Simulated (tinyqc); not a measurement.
Mobility, diffusion coefficient and lifetime from two collectors.

Question. For an injected sheet in a field F the peak time tp at distance L obeys u^2 tp^2 + 2 D tp = L^2 with u^2 = v^2 + 4 D/tau, and the pulse area goes as exp(L (v - u)/(2 D)); v = mu F. Find u, D, mu and tau without using the Einstein relation.

Inputs (values chosen for the exercise): sweep field along the drift F = 9.1 V/cm.

distances (um): [280, 710]
peak times (us): [1.85464701, 4.96242223]
ratio of the areas, far over near = 0.342877290

Solution. The two peak times give two linear equations for u^2 and D; the area ratio gives v - u, and u^2 - v^2 = 4 D/tau gives tau.

u = 1.38e4 cm/s
D = 34.4 cm^2/s
mu = 1.33e3 cm^2/(V s)
tau = 3.10e-6 s

Program tinyqc, `OMP_NUM_THREADS=1 python tinyqc.py 2310004 2310005 out.jsonl`; Intel Xeon 2.30GHz, shared host, one thread, about 0.01 s.
